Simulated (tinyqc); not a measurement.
# AlGaN/GaN HEMT with access regions, lumped model: effects of single changes

A polarisation-induced electron sheet under a Schottky gate, in series with two ungated access regions and contacts. Drift law v = mu E/(1 + mu E/vs) under the gate. Currents in mA/mm, resistances in ohm mm. No self-heating, no channel-length modulation; fits for polarisation, barrier and offset are chosen for the exercise.

Parameters, values chosen for the exercise; values close to those of AlGaN/GaN structures: aluminium share of the barrier x = 0.26; barrier thickness d = 30 nm; relative permittivity of barrier and channel eps_r = 9.4; channel mobility mu = 1100 cm^2/(V s); saturation velocity vs = 1.5e7 cm/s; gate length Lg = 0.15 um; source access length Ls = 2 um; drain access length Ld = 8 um; resistance of each contact Rc = 0.56 ohm mm; share of the drain-access electrons removed by traps ft = 0; critical field Ec = 3.2 MV/cm; depth over which the depleted charge spreads te = 0.24 um; insulator under the field plate tf = 100 nm; relative permittivity of that insulator ei = 7.

Constants: q = 1.602176634e-19 C, eps0 = 8.8541878128e-14 F/cm where lengths are in cm. Results are converted to the units shown.

Each table varies one quantity; the others keep the values above.

## Effect of the gate voltage

sigma = (5e13 x + 1.6e13 x^2) cm^-2, phiB = 0.84 + 1.3 x, dEc = 0.7 (1.71 x + x^2) in volts, Cb = eps0 eps_r/d, VT = phiB - dEc - q sigma/Cb, access density n0 = -Cb VT/q. Access resistance R(L, n) = L/(q mu n sqrt(1 - (I/(q n vs))^2)); Rs = Rc + R(Ls, n0), Rd = Rc + R(Ld, (1 - ft) n0). Vg' = Vg - I Rs, Vd' = Vd - I (Rs + Rd); with u = Vg' - VT, Vc = vs Lg/mu and w the smaller of Vd' and Vc [sqrt(1 + 2 u/Vc) - 1] (0 if negative), the channel gives (mu Cb/Lg)(u w - w^2/2)/(1 + w/Vc). I equals that channel current. Isat is I at Vd = 10 V, gm = dIsat/dVg, Ron the limit of Vd/I at small Vd.

The same in every row: VT (V) = -7.313; n0 (cm^-2) = 1.266e13.

Effect of the gate voltage:
```
Vg (V)  Ron (ohm mm)  Isat (mA/mm)  gm (mS/mm)
-6.9           6.792         49.68       164.4
-5.7           5.906         281.3       208.1
-4.5           5.776         538.3       218.4
-3.3           5.723         802.8       221.5
-2.1           5.695          1068       220.5
-0.9           5.678          1331       216.2
0.3            5.666          1505       49.83
1.5            5.657          1537       14.37
```

As Vg goes from -6.9 to 1.5 V, Ron falls from 6.79 to 5.66 ohm mm, Isat rises from 49.7 to 1540 mA/mm and gm goes from 164 through a maximum of 221 (at Vg = -3.3 V among the rows listed) to 14.4 mS/mm. The ceiling Cb vs is 416 mS/mm. For Vg = -4.5 to 1.5 V the power passes 5 W/mm, where self-heating, left out here, lowers the current. For Vg = 0.3 to 1.5 V the gated channel is not yet saturated at 10 V, because the access regions take the voltage, and gm drops. At Vg = 1.5 V Vg comes within 0.2 V of phiB or passes it, so at low drain current, as for Ron, the Schottky gate would conduct.

## Field plate: effect of the aluminium share of the barrier

Off state: a depleted stretch that holds the voltage V has the peak field sqrt(k V), k = 2 q n0/(eps0 eps_r te), so one edge holds V1 = Ec^2/k. The sheet under the plate pinches off at Vf = q n0 (1/Cb + tf/(eps0 ei)); beyond it the gate edge is screened. BV = V1 if Vf >= V1, else Vf + V1, and at most Ec Ld.

The same in every row: Ec Ld (V) = 2560.

Result of one run:
```
x    Vf (V)  V1 (V)  BV (V)
0.3   47.57   42.44   42.44
```

What becomes of these results when the aluminium share of the barrier x is changed from 0.3 to 0.34, all else the same?

Result of the changed run:
```
x     Vf (V)  V1 (V)  BV (V)
0.34   55.26   36.53   36.53
```

The whole series:
```
x     Vf (V)  V1 (V)  BV (V)
0.14   18.53   109.0   127.5
0.18   25.52   79.09   104.6
0.22   32.70   61.74   94.44
0.26   40.05   50.41   90.46
0.3    47.57   42.44   42.44
0.34   55.26   36.53   36.53
0.38   63.13   31.98   31.98
```

BV falls from 127 to 32.0 V. The plate helps (Vf < V1) in 4 of the 7 rows, and the access length caps BV in 0. More sheet charge lowers Ron but steepens the field, so V1 falls. For x = 0.34 to 0.38 the barrier is thick and rich enough in aluminium to relax or crack.

## Field plate: effect of the insulator under the field plate

Same model as above.

The same in every row: V1 (V) = 50.41; Ec Ld (V) = 2560.

Field plate: effect of the insulator under the field plate:
```
tf (nm)  Vf (V)  BV (V)
13        11.57   61.98
20        13.86   64.27
29        16.81   67.22
43        21.39   71.80
64        28.26   78.67
95        38.41   88.82
140       53.14   50.41
210       76.05   50.41
```

BV goes from 62.0 through a maximum of 88.8 (at tf = 95 nm among the rows listed) to 50.4 V. The plate helps (Vf < V1) in 6 of the 8 rows, and the access length caps BV in 0. The best thickness makes Vf just under V1, tf = 132 nm, where both edges reach Ec together and BV nears 2 V1.

tinyqc, about 0.01 s, one thread, Intel Xeon 2.30GHz (shared host): `OMP_NUM_THREADS=1 python tinyqc.py 2570058 2570059 out.jsonl`
